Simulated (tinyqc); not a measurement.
Electron-beam lithography: double-Gaussian proximity function, edge placement and dose correction for parallel lines: one step, computed by the program tinyqc.

Lines are infinitely long. Absorbed energy is counted so that the middle of a very large area written at dose 1 receives 1; the resist develops where it exceeds 1/2.

Question. Shot noise and writing time. With dose = d_s D0: electrons per pixel N = dose x pixel area/e; relative noise 1/sqrt(N); time per cm^2 of pattern area = dose x density/current; pixel rate = current/(dose x pixel area).

Inputs (values chosen for the exercise, of the order of those for 50 keV electrons in resist on silicon): beam current = 94 nA; pixel size = 2 nm; pattern density around the test line = 0.24.

dose = 690.3141 microcoulomb/cm^2

Constants: e = 1.602176634e-19 C.

Give: electrons per pixel; shot noise; writing time per cm^2; pixel rate.

Answer.

electrons per pixel = 172.34

shot noise = 7.6173 %

writing time per cm^2 = 0.48958 h

pixel rate = 3404.2 MHz
